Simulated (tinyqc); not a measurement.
# Worked calculation: donor binding, ionisation and the Mott limit

tinyqc, about 0.01 s, one thread, Intel Xeon 2.30GHz (shared host): `OMP_NUM_THREADS=1 python tinyqc.py 2330080 2330081 out.jsonl` Printed values are rounded.

Hydrogenic donor: Ry = (m0 q^3/(8 eps0^2 h^2)) me/eps_r^2 in eV, E0 = cc Ry, radius a = q/(8 pi eps0 eps_r E0), Mott density Nm = (0.26/a)^3. Below Nm the level sinks as Ed = E0 [1 - (N/Nm)^(1/3)]. Neutrality: Nc F12(eta) = N/(1 + 2 exp(eta + Ed/kB T)), F12(x) = (2/sqrt(pi)) int_0^infinity sqrt(u)/(1 + exp(u - x)) du.

Inputs (values chosen for the exercise); band and dielectric values those of a made-up semiconductor:
```
symbol,value,unit,meaning
T,77,K,temperature
eps_r,12.1,,relative permittivity
me,0.295,m0,"mass in the hydrogenic formula, set independently of Nc"
Nc,2.87e18,cm^-3,conduction-band density of states at 77 K
cc,1,,ratio of the true binding energy to the hydrogenic one
N,9.1e16,cm^-3,donor density
```

Constants: q = 1.602176634e-19 C, kB = 1.380649e-23 J/K, eps0 = 8.8541878128e-12 F/m, h = 6.62607015e-34 J s, m0 = 9.1093837015e-31 kg, Vt = kB T/q. Results are converted to the units shown.

Range of the model: A sharp level with degeneracy 2 overstates freeze-out near Nm, where the impurity band broadens and merges with the conduction band.

## Binding energy, radius and Mott density

The mean spacing of the donors is N^(-1/3).

Ry = 27.41397 meV
E0 = 27.41397 meV
a = 2.170523 nm
Nm = 1.718805e18 cm^-3
spacing over a = 10.24287
Ed = 17.12014 meV

## Ionisation

Solve the neutrality equation for eta. Boltzmann form: with k = (Nc/2) exp(-Ed/kB T) the ionised share is [-k + sqrt(k^2 + 4 k N)]/(2 N).

eta = -3.879314
ionised share = 64.70333 %
n = 5.888003e16 cm^-3
ionised share, Boltzmann form = 64.82569 %

With the level held at E0 the share would be 39.2 %.
